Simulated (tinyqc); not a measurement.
Shallow acceptor in the spherical four-band model: sweeps and comparisons. A value that a table varies takes the place of the one given here.

The ground state 1S3/2 has an L = 0 part f(r) and an L = 2 part g(r). In units of Ry* and a*, with Gaussians f_i = exp(-a_i r^2), g_i = r^2 exp(-a_i r^2), A = a_i + a_j and I(n) = Gamma((n + 1)/2)/(2 A^((n + 1)/2)): S_ff = I(2), S_gg = I(6), H_ff = (6 a_i a_j/A) I(2) - 2 I(1), H_gg = (14 a_i a_j/A) I(6) - 2 I(5), H_fg = -mu [15 I(2) - 20 a_j I(4) + 4 a_j^2 I(6)]; each function is then normalised. The split-off band is left out.

Converged values use 22 exponents 2.2^i, i = -7 to 14, for f and for g.

Units Ry* = Ry/(g1 eps^2) and a* = a0 eps g1; mu = (6 g3 + 4 g2)/(5 g1) is the spherical heavy-light coupling and delta = (g3 - g2)/g1 the cubic term, which is left out.

Constants: Ry = 13.60569312 eV; a0 (Bohr radius) = 0.5291772105 angstrom.

Values chosen for the exercise (near those of a shallow acceptor in Si, where the small spin-orbit splitting and strong warping make this model rough; the results hold for these values, not for the real material): mus = (0.1, 0.38, 0.47, 0.59, 0.72, 0.83, 0.88) (couplings); rc = 1.2 angstrom (radius of the central cell); Vs = (2, 0, -0.5, -1.5, -2.5, -3.5) eV (central-cell strengths); g1 = 4.32 (Luttinger gamma1); g2 = 0.34 (gamma2); g3 = 1.45 (gamma3); eps = 12.2 (dielectric constant).

## Strength of the heavy-light coupling

Ry* = 21.1601 meV

Converged values in Ry* and a*; the heavy-mass hydrogen model gives 1/(1 - mu).

Results:
```
mu,binding (Ry*),1/(1 - mu),ratio,L = 2 weight,<r> (a*),binding (meV)
0.10,1.009,1.111,0.908,0.004,1.489,21.4
0.38,1.151,1.613,0.714,0.062,1.331,24.4
0.47,1.254,1.887,0.665,0.097,1.237,26.5
0.59,1.478,2.439,0.606,0.155,1.072,31.3
0.72,1.960,3.571,0.549,0.237,0.832,41.5
0.83,2.966,5.882,0.504,0.324,0.568,62.8
0.88,4.038,8.333,0.485,0.369,0.425,85.5
```

The binding starts as 1 + O(mu^2), 1.009 at mu = 0.10, since the coupling enters in second order, and reaches 4.04 at mu = 0.88. The ratio to the heavy-mass model falls from 0.91 to 0.48, towards about 0.44 as mu goes to 1: the bound hole is only partly heavy. The L = 2 weight grows to 0.37 and the radius shrinks by a factor 3.5.

## Central-cell correction

mu = 0.46574
a* = 27.890 angstrom

A short-range term V exp(-r^2/rc^2) is added (negative: attracts the hole); its elements are V S (A/(A + 1/rc^2))^(3/2) for f and ^(7/2) for g, in the same units.

Results:
```
V (eV),1S binding (meV),2S binding (meV),<r> (angstrom),L = 2 weight
2.0,25.9,7.14,35.3,0.094
0.0,26.4,7.20,34.6,0.095
-0.5,26.5,7.22,34.5,0.095
-1.5,26.8,7.25,34.1,0.095
-2.5,27.2,7.29,33.7,0.096
-3.5,27.5,7.34,33.2,0.096
```

From V = 0 to -3.5 eV the 1S binding grows by 1.1 meV (4 %) and the 2S binding by 0.14 meV, so the chemical shift sits mainly in the ground state. A repulsion of 2 eV removes 0.5 meV. The slope is 0.37 meV per eV over the last step against 0.23 on the repulsive side, since attraction pulls the state into the cell; over this range the level stays shallow.

## What each parameter does

Converged values. Each row changes one parameter from the base and keeps the others.

Results:
```
case,mu,Ry* (meV),binding (meV),<r> (angstrom)
base,0.466,21.16,26.41,34.6
g1 = 4.67,0.431,19.57,23.57,38.6
g2 = 0.29,0.456,21.16,26.15,34.9
g3 = 1.33,0.432,21.16,25.52,35.7
eps = 11.3,0.466,24.66,30.79,32.1
```

The largest shifts from the base row, up to three for each result and ties (the steps differ in size, so this ranks the rows, not the parameters). mu: g1 -0.035, g3 -0.033, g2 -0.009; unchanged at the printed digits by eps. Ry* (meV): eps +3.50, g1 -1.59; unchanged at the printed digits by g2 and g3. binding (meV): eps +4.37, g1 -2.84, g3 -0.89. <r> (angstrom): g1 +4.0, eps -2.6, g3 +1.0. g1 acts twice: it lowers Ry* and it lowers mu.

Run: tinyqc, `OMP_NUM_THREADS=1 python tinyqc.py 1250466 1250467 out.jsonl`; Intel(R) Xeon(R) Processor @ 2.30GHz, one thread, shared host; about 0.06 s of CPU time with all checks.
